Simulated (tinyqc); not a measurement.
Linear model of a band gap against the share of exact exchange: sweeps and comparisons. A value that a table varies takes the place of the one given here.

E(alpha) = E0 + S alpha. A wider gap screens less, modelled in the Penn form eps(alpha) = 1 + (e0 - 1)(EP/(EP + S alpha))^2 with a scale EP chosen for the exercise. A dielectric-dependent hybrid takes alpha = 1/eps.

Parameters, chosen for this exercise (of the order of those of Ge; the results hold for these values, not for the real material): E0 = 0.08 eV (gap of the semi-local functional); S = 5.2 eV (slope dE/d(alpha)); e0 = 17.44 (optical dielectric constant at alpha = 0); EP = 8.6 eV (energy scale of the screening); Et = 0.74 eV (target gap).

## Sweep of alpha

Also the exciton scale relative to alpha = 0, (m/m(0))(eps(0)/eps)^2, with a mass proportional to E + D, D = E0/2 + 0.3 eV, a k.p rule for direct gaps only.

Results:
```
alpha  E (eV)     eps  alpha eps  exciton scale
0.00    0.080  17.440      0.000           1.00
0.05    0.340  16.489      0.824           1.81
0.10    0.600  15.619      1.562           2.79
0.15    0.860  14.820      2.223           3.96
0.20    1.120  14.084      2.817           5.33
0.25    1.380  13.406      3.351           6.93
0.35    1.900  12.199      4.270          10.90
0.50    2.680  10.693      5.347          19.13
```

alpha eps reaches 1 between alpha = 0.05 and 0.1 (fixed point 0.061), and the target gap is met between 0.1 and 0.15. At the fixed point the gap is 0.40 eV, -0.34 eV from the target. From 0 to 0.25 the gap grows by 1.30 eV while eps falls by 23 %; the exciton scale, which takes both, grows by a factor of 6.93 (formal for an indirect gap).

## What each parameter does

Fixed point alpha = 1/eps(alpha), gap and eps there. Each row changes one parameter from the base and keeps the others.

Results:
```
case            alpha  E (eV)     eps
base           0.0614   0.399  16.284
E0 = 0.088 eV  0.0614   0.407  16.284
S = 4.68 eV    0.0610   0.365  16.401
e0 = 15.696    0.0687   0.437  14.546
EP = 9.46 eV   0.0610   0.397  16.390
```

The largest shifts from the base row, up to three for each result and ties (the steps differ in size, so this ranks the rows, not the parameters). alpha: e0 +0.0073, S -0.0004, EP -0.0004; unchanged at the printed digits by E0. E (eV): e0 +0.038, S -0.034, E0 +0.008. eps: e0 -1.737, S +0.117, EP +0.107; unchanged at the printed digits by E0.

Program tinyqc; command `OMP_NUM_THREADS=1 python tinyqc.py 1880781 1880782 out.jsonl`; about 0.01 s on one thread of a shared Intel(R) Xeon(R) Processor @ 2.30GHz.
